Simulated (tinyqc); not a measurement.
Doping and thickness from pinch-off voltage and conductance.

Question. A uniform channel has Vp = q Nd a^2/(2 eps0 eps_r) and G0 = q mu Nd a W/L. Find a and Nd.

Values chosen for this exercise; material values close to those of gallium arsenide:
```
symbol,value,unit,meaning
eps_r,13.1,,relative permittivity of the semiconductor
mu,4600,cm^2/(V s),low-field mobility at this doping
L,0.5,um,gate length
W,100,um,gate width
```

Constants: q = 1.602176634e-19 C, eps0 = 8.8541878128e-14 F/cm where lengths are in cm. Results are converted to the units shown.

Vp = 3.9781656 V
G0 = 353.76060 mS

Solution. G0 gives the product Nd a and Vp gives Nd a^2; their ratio is a.

a = 240 nm
Nd = 1.00e17 cm^-3

Numbers from tinyqc (`OMP_NUM_THREADS=1 python tinyqc.py 2500046 2500047 out.jsonl`; about 0.05 s on one thread of a shared Intel Xeon 2.30GHz).
